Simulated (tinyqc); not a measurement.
# Projection against the Weibull slope

Defects are spread at random, so -ln(1 - F) is proportional to the area: t63(A2) = t63 (A1/A2)^(1/beta), and the time to the share Fp is t63(A2) (-ln(1 - Fp))^(1/beta).

Parameters, values chosen for the exercise:
- A1 = 780 um^2 (area of a test capacitor)
- A2 = 6e6 um^2 (gate area of the product)
- Fp = 0.0001 (allowed share of failed products)
- t63 = 3800 s (characteristic time of a test capacitor)

Projection against the Weibull slope:
```
beta  t63 of the product (s)  time to Fp (s)  decades lost to area  decades lost to the percentile
0.6                 0.001268       2.731e-10                 6.477                           6.667
1.15                   1.587        5.277e-4                 3.379                           3.478
1.7                    19.67         0.08728                 2.286                           2.353
2.25                   71.23           1.188                 1.727                           1.778
2.8                    155.6           5.799                 1.388                           1.429
3.35                   262.9           16.82                 1.160                           1.194
3.9                    383.1           36.12                0.9964                           1.026
4.45                   508.8           64.22                0.8733                          0.8989
5                      634.7           100.6                0.7772                          0.8000
```

Both losses go as 1/beta: together 13.1 decades at beta = 0.6 and 1.58 at 5. For small Fp only the ratio Fp/A2 counts, so ten times the area costs as much as a tenth of Fp.

Numbers from tinyqc (`OMP_NUM_THREADS=1 python tinyqc.py 2070086 2070087 out.jsonl`; about 0.01 s on one thread of a shared Intel Xeon 2.30GHz).
